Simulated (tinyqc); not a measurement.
Scattering rates of a carrier in a spherical band by Fermi's golden rule: one step, computed by the program tinyqc.

All processes here are isotropic or elastic, and the rate listed is the momentum relaxation rate.

Problem. Optical or intervalley phonons. Kane band: hbar^2 k^2/(2 m) = E (1 + alpha E), speed v = hbar k/(m (1 + 2 alpha E)), states per spin, volume and energy g(E) = m k (1 + 2 alpha E)/(2 pi^2 hbar^2); overlap factors are set to 1. Masses are multiplied by m_0 and all formulas are in SI units. Phonon occupation N_q = 1/(exp(hbar w/(k_B T)) - 1). Optical or intervalley deformation potential: 1/tau = (pi Z_f D_o^2/(rho w)) [N_q g(E + hbar w) + (N_q + 1) g(E - hbar w)], with g = 0 below the band edge.

Inputs (values chosen for the exercise, modelled on electrons in silicon):

| quantity | value | unit |
|---|---|---|
| density-of-states mass of one valley m | 0.324 | m_0 |
| non-parabolicity alpha | 0.5 | 1/eV |
| density rho | 2329 | kg/m^3 |
| phonon energy hbar w | 58.9 | meV |
| optical or intervalley deformation potential D_o | 4.4 | 1e8 eV/cm |
| final valleys Z_f | 5 | - |
| temperature T | 100 | K |
| carrier energy E | 25 | meV |

Crystal: non-polar. Band: Kane. Impurity formula: Conwell-Weisskopf. Further scattering: alloy.

Constants: e = 1.602176634e-19 C; hbar = 6.582119569e-16 eV s; k_B = 8.617333262e-05 eV/K; m_0 = 9.1093837015e-31 kg; hbar = 1.054571817e-34 J s.

Give: absorption rate; emission rate.

Solution.

absorption rate = 5.0667e+09 1/s

emission rate = 0 1/s

E lies below hbar w, so emission is forbidden.
